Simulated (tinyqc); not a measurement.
Inside a calculation. Model: resistance of a source-drain extension with a graded tip.

tinyqc, about 0.03 s, one thread, Intel Xeon 2.30GHz (shared host): `OMP_NUM_THREADS=1 python tinyqc.py 2282049 2282050 out.jsonl` Printed values are rounded.

y runs along the channel, the gate covers y > 0. The doping is N0 for y < y0 and N0 10^(-(y - y0)/la) beyond, uniform over the depth xj. Sheet conductance s(y) = q mu(N) max(N - Nch, 0) xj + (for y > 0) ma Cox Vo, with mu(N) = u0 + (u1 - u0)/(1 + (N/Nr)^au) and Cox = eps0 eox/tox. Current is taken as one-dimensional; depletion of the tip, spreading and the contact are left out. The metallurgical junction lies at yj, where N = Nch.

Values chosen for this exercise; mobility law close to that of electrons in silicon:
- eox = 9.2 (relative permittivity of the gate insulator (close to aluminium oxide))
- tox = 3.3 nm (insulator thickness)
- N0 = 6.4e19 cm^-3 (active doping of the extension far from the gate)
- la = 3 nm/decade (lateral abruptness)
- y0 = 1.4 nm (position under the gate where the fall begins (gate edge at 0))
- xj = 11 nm (depth of the extension)
- Nch = 1.1e18 cm^-3 (channel doping)
- Vo = 0.44 V (gate overdrive)
- ma = 110 cm^2/(V s) (mobility of the gate-induced layer)
- u1 = 1414 cm^2/(V s) (mobility at low doping)
- u0 = 68.5 cm^2/(V s) (mobility at high doping)
- Nr = 9.2e16 cm^-3 (reference doping)
- au = 0.711 (exponent)
- Lg = 50 nm (gate length)

Constants: q = 1.602176634e-19 C, eps0 = 8.8541878128e-14 F/cm where lengths are in cm. Results are converted to the units shown.

## Sheet resistances and junction position

yj = y0 + la log10(N0/Nch); sheet resistance of the full extension 1/[q mu(N0)(N0 - Nch) xj] and of the gate-induced layer 1/(ma Cox Vo); metallurgical length Lg - 2 yj; ye is where the doped and the gate-induced conductances are equal.

yj = 6.69436 nm
sheet resistance of the extension = 1110.93 ohm/square
sheet resistance of the induced layer = 8370.13 ohm/square
metallurgical length = 36.6113 nm
ye = 4.43889 nm
N at ye = 6.21181e18 cm^-3

The gate takes over 2.26 nm before the junction, where N is still 5.65 times the channel doping.

## Resistance of the overlapped part

Midpoint rule on 11 equal steps from 0 to yj: R_ov = sum h/s(y), per width.

```
point,y (nm),N (cm^-3),doped conductance (uS),sheet resistance (ohm/square)
0,0.304289,6.4e19,900.146,980.759
1,0.912868,6.4e19,900.146,980.759
2,1.52145,5.83040e19,827.316,1056.20
3,2.13002,3.65459e19,545.544,1503.72
4,2.73860,2.29076e19,363.591,2070.12
5,3.34718,1.43589e19,244.442,2747.90
6,3.95576,9.00037e18,164.723,3518.70
7,4.56434,5.64158e18,109.597,4365.50
8,5.17292,3.53624e18,69.5593,5290.11
9,5.78149,2.21657e18,38.4450,6332.42
10,6.39007,1.38938e18,12.1896,7595.20
```

R_ov = 22.177 ohm um

The exact integral is 22.221 ohm um; the coarse sum is 0.20 % below it.
